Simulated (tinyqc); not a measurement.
Inside a calculation. Model: Schottky barrier with interface states (Cowley-Sze model), image lowering and contact resistance. Computed by tinyqc, a small Python program that keeps every step. Command: `OMP_NUM_THREADS=1 python tinyqc.py 3007297 3007298 out.jsonl pinning walk`. One thread of a shared host (Intel(R) Xeon(R) Processor @ 2.30GHz), about 0.01 s of CPU time with the checks. Intermediate numbers are printed to about 6 digits and carried at full precision; extremes and crossings named in words are read from the listed rows.

An n-type semiconductor under a metal. The barrier lies between the Schottky-Mott limit phi_M - chi and the Bardeen limit E_g - E_n, E_n being the neutrality level of the interface states; the space-charge term of the full Cowley-Sze expression is left out.

Inputs (values chosen for the exercise, for a model semiconductor):
```
quantity                                       value   unit
gap E_g                                        0.737     eV
electron affinity chi                           3.92     eV
metal work function phi_M                       4.42     eV
neutrality level E_n above the valence band    0.118     eV
optical dielectric constant eps_opt             16.9      -
dielectric constant eps_s                       16.9      -
electron mass m_e                              0.189    m_0
valleys M_c                                        4      -
donor density N                              1.6e+17  cm^-3
temperature T                                    300      K
reverse bias V_r                                 4.6      V
```

Pinning factor from: Moench relation.

Constants: k_B = 8.617333262e-05 eV/K; m_0 = 9.1093837015e-31 kg; k_B = 1.380649e-23 J/K; h = 6.62607015e-34 J s; eps_0 = 8.8541878128e-12 F/m; e = 1.602176634e-19 C; hbar = 1.054571817e-34 J s.

## Pinning factor and barrier

S = 1/(1 + 0.1 (eps_opt - 1)^2), an empirical relation for metal-induced gap states. phi_B = S (phi_M - chi) + (1 - S)(E_g - E_n); the hole barrier is E_g - phi_B.

pinning factor S = 0.0380503

Schottky-Mott barrier = 0.5 eV

Bardeen barrier = 0.619 eV

barrier phi_B = 0.614472 eV

hole barrier = 0.122528 eV

The contact is strongly pinned: the metal hardly matters.

## Depletion layer and image lowering under reverse bias

N_c = 2 M_c (2 pi m_e k_B T/h^2)^(3/2); xi = E_c - E_F solves N = N_c F_1/2(-xi/k_B T) (bisection; full ionisation). F_1/2(eta) = (2/sqrt(pi)) int_0^infinity sqrt(x)/(1 + exp(x - eta)) dx, by the trapezoid rule in t = sqrt(x) with step 0.02 up to t = 12 (for eta < -12 by exp(eta) - exp(2 eta)/2^(3/2)). V_bi = phi_B - xi; W = sqrt(2 eps_s eps_0 (V_bi + V_r - k_B T/e)/(e N)); field at the metal E_m = e N W/(eps_s eps_0); image lowering sqrt(e E_m/(4 pi eps_s eps_0)).

N_c = 8.24755e+18 cm^-3

xi = 0.101744 eV

built-in voltage V_bi = 0.512728 V

depletion width W = 243.693 nm

field E_m = 417482 V/cm

image lowering = 0.0596419 eV

Caution: the field is near or above breakdown for such a gap, so avalanche or tunnelling current would take over. Caution: the field is near breakdown.

## Thermionic current

A* = 4 pi e m_e M_c k_B^2/h^3 (a simple valley count); J_s = A* T^2 exp(-phi/k_B T). J_0 uses phi_B; the reverse current uses phi_B less the image lowering, times 1 - exp(-V_r/k_B T).

Richardson constant A* = 90.8510 A cm^-2 K^-2

J_0 = 3.88952e-04 A/cm^2

thermionic reverse current = 0.00390694 A/cm^2

Image lowering raises the reverse current by a factor 10.0.

## Tunnelling scale and contact resistivity

E_00 = (e hbar/2) sqrt(N/(m_e eps_s eps_0)), E_0 = E_00 coth(E_00/k_B T); scaling form of the contact resistivity rho_c = (k_B/(e A* T)) exp(phi_B/E_0), which is the thermionic result when E_00 << k_B T and keeps only the leading exponential of tunnelling when E_00 >> k_B T; image lowering is left out of it.

E_00 = 0.00415540 eV

E_00/k_B T = 0.160738

E_0 = 0.0260743 eV

contact resistivity rho_c = 54.2757 ohm cm^2

With the usual bounds 0.5 and 5 on E_00/k_B T the regime is thermionic emission.

## Choosing the metal

The formulas are those given above.

Against work function:
```
phi_M (eV)  Schottky-Mott (eV)  phi_B (eV)  J_0 (A/cm^2)  rho_c (ohm cm^2)
3.92                      0.00    0.595447   8.11905e-04           26.1650
4.03                      0.11    0.599632   6.90544e-04           30.7210
4.13                      0.21    0.603437   5.96032e-04           35.5478
4.24                      0.32    0.607623   5.06939e-04           41.7376
4.34                      0.42    0.611428   4.37556e-04           48.2952
4.45                      0.53    0.615614   3.72152e-04           56.7046
4.55                      0.63    0.619419   3.21217e-04           65.6138
4.66                      0.74    0.623604   2.73202e-04           77.0388
```

A span of 0.74 eV in work function moves the barrier by 0.028 eV (slope S = 0.038) and rho_c by 0.5 decades. The barrier equals its Schottky-Mott value only at phi_M = chi + E_g - E_n = 4.54 eV, where the interface states are neutral.

## Doping the contact

Regimes: thermionic below E_00/k_B T = 0.5, field emission above 5.

Against doping:
```
N (cm^-3)  1e10/sqrt(N)   E_00/k_B T  rho_c (ohm cm^2)                     regime
1.00e+16    1.00000e+02  4.01845e-02       6.56213e+01        thermionic emission
1.00e+17    3.16228e+01  1.27075e-01       5.85317e+01        thermionic emission
1.00e+18    1.00000e+01  4.01845e-01       1.99826e+01        thermionic emission
3.00e+18    5.77350e+00  6.96016e-01       2.66537e+00  thermionic-field emission
1.00e+19    3.16228e+00  1.27075e+00       2.73674e-02  thermionic-field emission
3.00e+19    1.82574e+00  2.20100e+00       1.19229e-04  thermionic-field emission
1.00e+20    1.00000e+00  4.01845e+00       1.16702e-06  thermionic-field emission
3.00e+20    5.77350e-01  6.96016e+00       9.61673e-08             field emission
1.00e+21    3.16228e-01  1.27075e+01       2.05236e-08             field emission
```

Even over the thermionic rows rho_c falls by a factor 3.3, since the barrier is many E_0 high, and then it falls faster, by 9.5 decades in all; in field emission ln rho_c is linear in 1/sqrt(N). It passes below 1e-7 ohm cm^2 at N = 3e20 cm^-3 of those listed.

Checks made by the program: charge in the layer against the field (relative difference below 1e-10).
